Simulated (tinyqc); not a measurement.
Worked calculation: coherent transport through a tight-binding region between two chains. Computed by tinyqc, a small Python program that keeps every step. Settings: temperature = 300, mu = -0.39. Command: `OMP_NUM_THREADS=1 python tinyqc.py 24948 24949 out.jsonl` (the two numbers bound the seeds that draw the settings). One thread of a shared host (Intel(R) Xeon(R) Processor @ 2.60GHz), about 0.1 s of CPU time with the checks.

## Transmission at E = -0.99 eV

H of the central region (eV):
$$\begin{pmatrix}
-0.090000 & -1.700000 \\
-1.700000 & 0.140000
\end{pmatrix}$$

Leads: semi-infinite chains with site energy 0:
```
parameter                           value
lead hopping t (eV)              2.540000
coupling to the left lead (eV)   1.020000
coupling to the right lead (eV)  0.510000
left contact site                       1
right contact site                      2
```

E = -0.990000 eV

Surface Green function g = (E - i sqrt(4 t^2 - E^2)) / (2 t^2); self-energy tc^2 g on each contact site; G = (E - H - Sigma)^(-1); Gamma = -2 Im Sigma; T = Gamma_L Gamma_R |G_LR|^2; local density of states -Im G_ii / pi.

g = -0.076725-0.386152i 1/eV

G (1/eV):
$$\begin{pmatrix}
0.502185-0.181078i & 0.787724-0.206041i \\
0.787724-0.206041i & 0.331350-0.285565i
\end{pmatrix}$$

local density of states (1/eV): [0.057639, 0.090898]

transmission = 0.107006

## Transmission across the band

The same steps on a grid of energies.

T(E):
```
E (eV)              T
-4.82600000  0.000141
-4.34340000  0.000638
-3.86080000  0.001776
-3.37820000  0.004681
-2.89560000  0.013669
-2.41300000  0.053671
-1.93040000  0.373676
-1.44780000  0.291776
-0.96520000  0.103173
-0.48260000  0.064480
0.00000000   0.055909
0.48260000   0.063056
0.96520000   0.097973
1.44780000   0.270480
1.93040000   0.504864
2.41300000   0.063490
2.89560000   0.015161
3.37820000   0.005049
3.86080000   0.001886
4.34340000   0.000670
4.82600000   0.000148
```

levels of the isolated region (eV): [-1.678885, 1.728885]

## Current

I = (2e/h) int T(E) [f(E - mu - V/2) - f(E - mu + V/2)] dE at 300 K with mu = -0.39 eV, the bias not changing H; 2e^2/h = 77.48092 microsiemens; the integral runs over the band on 4001 points.

Current:
```
V (volt)  I (microampere)
0.010000         0.047652
0.050000         0.238297
0.100000         0.476815
0.200000         0.955405
0.400000         1.925201
0.800000         3.972230
```
